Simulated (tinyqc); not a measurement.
Permittivity of the insulator from five potentials.

Inverse problem. A node lies on a semiconductor-insulator interface. Steps: hs = tb/3 down into the semiconductor, ho = tox/1 up into the insulator, hy = L/6 sideways. The flux balance of its box reads eox (hy/ho)(above - node) + eps_r (hy/hs)(below - node) + [(eps_r hs + eox ho)/(2 hy)](left + right - 2 node) - q Na (hs/2) hy/eps0 = 0. Find eox.

Values chosen for this exercise; semiconductor permittivity made up:

| symbol | value | unit | meaning |
|---|---|---|---|
| eps_r | 12 |  | relative permittivity of the semiconductor |
| tb | 6 | nm | half the body thickness |
| tox | 1.2 | nm | insulator thickness |
| L | 45 | nm | channel length |
| Na | 6.8e17 | cm^-3 | acceptor density of the depleted body |

Constants: q = 1.602176634e-19 C, eps0 = 8.8541878128e-14 F/cm where lengths are in cm. Results are converted to the units shown.

psi (V): node 0.15568265, above 0.11, below 0.17729874, left 0.11486987, right 0.31839676

Answer. The balance is linear in eox.

eox = 3.90

Program tinyqc, `OMP_NUM_THREADS=1 python tinyqc.py 2480090 2480091 out.jsonl`; Intel Xeon 2.30GHz, shared host, one thread, about 0.1 s.
